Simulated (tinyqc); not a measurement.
Wannier-Stark ladder of a miniband, step by step. Values are carried at full precision from step to step, so a last printed digit may differ when a step is redone from the rounded ones.

One state in each well j = -(Nw - 1)/2 ... (Nw - 1)/2: H_jj = j e F d, H_(j,j+1) = -W/4; 1 kV/cm = 0.01 meV/angstrom. In an infinite chain the levels are j e F d and the state of well 0 has amplitude J_j(x) in size on well j, x = W/(2 e F d).

Constants: hbar = 6.58211957e-16 eV s.

Values chosen for the exercise (near those of an InGaAs/InAlAs superlattice; the results hold for these values, not for the real material):
```
symbol  value  unit      meaning
W       8      meV       miniband width
d       104    angstrom  period
F       2.5    kV/cm     field
Nw      11               wells
```

## Scales

Give e F d, x, the Bloch frequency e F d/(2 pi hbar) and period, and the swing W/(e F) of a wave packet.

e F d = 2.600 meV
x = 1.5385
frequency = 0.629 THz
period = 1.591 ps
swing = 320 angstrom

## The matrix

Fill it in.

H (meV), rows -5, -4, -3, -2, -1, 0, 1, 2, 3, 4, 5 and columns alike:
```
[[-13.000, -2.000, 0, 0, 0, 0, 0, 0, 0, 0, 0],
 [-2.000, -10.400, -2.000, 0, 0, 0, 0, 0, 0, 0, 0],
 [0, -2.000, -7.800, -2.000, 0, 0, 0, 0, 0, 0, 0],
 [0, 0, -2.000, -5.200, -2.000, 0, 0, 0, 0, 0, 0],
 [0, 0, 0, -2.000, -2.600, -2.000, 0, 0, 0, 0, 0],
 [0, 0, 0, 0, -2.000, 0, -2.000, 0, 0, 0, 0],
 [0, 0, 0, 0, 0, -2.000, 2.600, -2.000, 0, 0, 0],
 [0, 0, 0, 0, 0, 0, -2.000, 5.200, -2.000, 0, 0],
 [0, 0, 0, 0, 0, 0, 0, -2.000, 7.800, -2.000, 0],
 [0, 0, 0, 0, 0, 0, 0, 0, -2.000, 10.400, -2.000],
 [0, 0, 0, 0, 0, 0, 0, 0, 0, -2.000, 13.000]]
```

## Levels and the middle state

Diagonalise; give the levels, their spacings and the weights of the middle level on the wells.

levels (meV): [-14.255, -10.654, -7.828, -5.202, -2.600, 0.000, 2.600, 5.202, 7.828, 10.654, 14.255]

spacings (meV): [3.601, 2.825, 2.627, 2.602, 2.600, 2.600, 2.602, 2.627, 2.825, 3.601]

weights: [0.0000, 0.0002, 0.0043, 0.0584, 0.3170, 0.2404, 0.3170, 0.0584, 0.0043, 0.0002, 0.0000]

The spacing in the middle is 1.0000 e F d and at the ends 1.385 e F d; states that reach the ends of the stack are pushed apart.

## Bessel amplitudes

With x = W/(2 e F d): J_j(x)^2 for j = 0 to 5, their running sum over -j ... j, and the spread sqrt(sum j^2 J_j^2) = x/sqrt2. For a hole fixed in well 0 the J_j^2 are the strengths of the optical lines at j e F d.

Weights:
```
j   J_j^2     sum
0  0.2404  0.2404
1  0.3170  0.8743
2  0.0584  0.9911
3  0.0043  0.9997
4  0.0002  1.0000
5  0.0000  1.0000
```

spread = 1.088 periods

The strongest line is j = +/-1.

## Checks

- Weight on well 1 of the middle state of 61 wells against J_1(x)^2: both 0.3170.

Run: tinyqc, `OMP_NUM_THREADS=1 python tinyqc.py 1281717 1281718 out.jsonl`; Intel(R) Xeon(R) Processor @ 2.30GHz, one thread, shared host; about 0.01 s of CPU time with all checks.
